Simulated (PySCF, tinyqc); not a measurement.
Inside a calculation. Method: CISD on RHF in the sto-3g basis, for H4, spin multiplicity 1. The lowest restricted solution is unstable here: a spin-polarised one lies 0.1322 hartree lower (PySCF). One step of it, computed by the program tinyqc.

Task: CISD: determinants and Hamiltonian. Slater-Condon rules over spin orbitals, with the nuclear repulsion added and E(HF) subtracted on the diagonal. Only determinants linked to the reference directly or through others are kept (one block of an abelian symmetry group), so some states are absent.

one-electron integrals over orbitals h = C^T H C (hartree), lower triangle:
```
           1          2          3          4
1  -1.196065
2   0.000000  -1.161430
3   0.071417   0.000000  -0.984229
4   0.000000  -0.063597   0.000000  -0.955958
```

Two-electron integrals over orbitals (pq|rs), unique and non-zero (hartree):
```
(11|11) 0.346881    (21|21) 0.195831    (22|11) 0.344044    (22|22) 0.346307
(31|11) -0.027470   (31|22) -0.003473   (31|31) 0.122107    (32|21) 0.037001
(32|32) 0.115301    (33|11) 0.346213    (33|22) 0.347760    (33|31) -0.003126
(33|33) 0.357320    (41|21) 0.004836    (41|32) -0.108413   (41|41) 0.110509
(42|11) 0.030710    (42|22) 0.007013    (42|31) -0.123370   (42|33) 0.004978
(42|42) 0.125478    (43|21) -0.198604   (43|32) -0.039014   (43|41) -0.003905
(43|43) 0.208354    (44|11) 0.356834    (44|22) 0.353888    (44|31) -0.029360
(44|33) 0.362408    (44|42) 0.032395    (44|44) 0.374300
```

nuclear repulsion = 1.26633340 hartree

Hartree-Fock energy = -1.77095611 hartree

Give: determinants; H - E(HF) between determinants.

Result:

Occupation strings over the orbitals (2 doubly, a alpha, b beta, 0 empty; spin orbitals ordered 1a 1b 2a 2b ...): 2200 2a0b a2b0 2b0a b2a0 aabb 2020 abab 2002 abba baab 0220 baba 0202 bbaa

H - E(HF) between determinants (hartree), lower triangle:
```
         2200     2a0b     a2b0     2b0a     b2a0     aabb     2020     abab
2200   0.0000
2a0b   0.0000   0.3240
a2b0   0.0000   0.0752   0.2991
2b0a   0.0000  -0.1255   0.1234   0.3240
b2a0   0.0000   0.1234  -0.1221   0.0752   0.2991
aabb   0.0150  -0.0150  -0.0181   0.0000   0.0000   0.4466
2020   0.1153  -0.0390  -0.0370   0.0390   0.0370  -0.1084   0.5215
abab   0.1084   0.0370   0.0390  -0.0039  -0.0048  -0.1153  -0.0902   0.6032
2002   0.1255   0.0254   0.0000  -0.0254   0.0000   0.1234   0.2084  -0.1986
abba  -0.1234   0.0000  -0.0257   0.0259   0.0000  -0.1255   0.1986  -0.2084
baab  -0.1234  -0.0259   0.0000   0.0000   0.0257  -0.1221   0.1986  -0.1958
0220   0.1221   0.0000   0.0243   0.0000  -0.0243   0.1234   0.1958  -0.1986
baba   0.1084   0.0039   0.0048  -0.0370  -0.0390  -0.1105  -0.0902   0.0000
0202   0.1105  -0.0048  -0.0039   0.0048   0.0039  -0.1084   0.0000  -0.0902
bbaa   0.0150   0.0000   0.0000   0.0150   0.0181   0.0000  -0.1084  -0.1105

         2002     abba     baab     0220     baba     0202    bbaa
2002   0.6607
abba   0.0752   0.6249
baab   0.0752   0.0000   0.6249
0220   0.0000   0.0752   0.0752   0.6100
baba  -0.1986  -0.1958  -0.2084  -0.1986   0.6032
0202   0.1958   0.1986   0.1986   0.2084  -0.0902   0.6877
bbaa   0.1234  -0.1221  -0.1255   0.1234  -0.1153  -0.1084  0.4466
```
